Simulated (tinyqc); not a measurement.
Worked calculation: deep level with several charge states, and Shockley-Read-Hall recombination. Values are carried at full precision from step to step, so a last printed digit may differ when a step is redone from the rounded ones.

Energies from Ev. The defect has charge states +1, 0, -1 with weights 1, gm exp((EF - E1)/kT), exp((2 EF - E1 - E2)/kT); the shares are the weights over their sum. Boltzmann carriers: n = Nc exp((EF - Eg)/kT), p = Nv exp(-EF/kT). Neutrality: p - n + Nd + Nt <q> = 0.

Constants: kB = 8.617333262e-05 eV/K.

Values chosen for the exercise (gap and densities of states near those of Ge at this temperature; not measured data):
- Eg = 0.601 eV (gap)
- Nc = 1.9e+19 1/cm^3 (conduction-band density of states)
- Nv = 9.18e+18 1/cm^3 (valence-band density of states)
- T = 450 K
- E1 = 0.404 eV (level (+1/0) above Ev)
- E2 = 0.327 eV (level (0/-1) above Ev)
- gm = 2 (degeneracy of the middle state, the others 1)
- Nt = 4.2e+15 1/cm^3 (defects)
- Nd = 4.6e+14 1/cm^3 (ionised shallow donors minus acceptors)
- E_try = 0.503 eV (trial Fermi level)
- Et = 0.404 eV (recombination level above Ev)
- sn = 1.6e-16 cm^2 (electron capture cross-section)
- sp_ = 6.2e-16 cm^2 (hole capture cross-section)
- vth = 15000000 cm/s (thermal velocity, both carriers)
- Nm = 4.2e+16 1/cm^3 (equilibrium electrons for the lifetime steps)
- dn = 6.7e+15 1/cm^3 (excess pairs)

## Charge states at a trial Fermi level

Form the exponents, the shares, the mean charge and the residual of neutrality at EF = E_try.

exponents of the second and third weights: 2.553  7.092

shares: +1 0.0008, 0 0.0209, -1 0.9783

<q> = -0.9775

n, p (1/cm^3): 1.52e+18  2.14e+13

residual = -1.52e+18 1/cm^3

The residual is negative, so EF must fall.

## The neutral state

Solve for EF.

EF = 0.2995 eV

shares at EF: +1 0.856, 0 0.116, -1 0.029

n = 7.99e+15 1/cm^3
p = 4.06e+15 1/cm^3

Without the defects the majority density would be 5.93e+15 1/cm^3; with them the density of these carriers is 7.99e+15, so they add carriers. Most defects are in the state +1. The level order is inverted (negative U), so the middle state is never the most common.

## Recombination through one level

One level at Et with degeneracy 1: tn = 1/(sn vth Nt), tp = 1/(sp_ vth Nt), n1 = Nc exp((Et - Eg)/kT), p1 = Nv exp(-Et/kT), ni^2 = n1 p1. Equilibrium n0 = Nm, p0 = ni^2/Nm; n = n0 + dn, p = p0 + dn. U = (n p - ni^2)/(tp (n + n1) + tn (p + p1)), lifetime dn/U; emission rates en = sn vth n1, ep = sp_ vth p1.

Evaluate each quantity.

tn, tp (microsecond): 0.09921  0.02560

n1, p1 (1/cm^3): 1.18e+17  2.74e+14

U = 6.58e+22 1/(cm^3 s)
lifetime = 0.102 microsecond

The lifetime is 3.979 times the minority capture time tp and 0.816 times tn + tp, the limit of high injection.

## Emission and generation in a depleted region

With n = p = 0 the level generates pairs at G = Nt en ep/(en + ep); generation lifetime tg = ni/G; current density e G W for a width W = 1 micrometre, e = 1.602176634e-19 C.

en, ep (1/s): 2.84e+08  2.55e+06

G = 1.06e+22 1/(cm^3 s)
tg = 0.536 microsecond
current density = 0.170 A/cm^2

The slower step, hole emission, limits the rate: en/ep = 111.

## Checks

- U against hole capture minus emission at the steady occupation of the level (1/(cm^3 s)): both 6.576e+22.

tinyqc: `OMP_NUM_THREADS=1 python tinyqc.py 1651295 1651296 out.jsonl`; about 0.01 s, one thread, shared Intel(R) Xeon(R) Processor @ 2.30GHz.
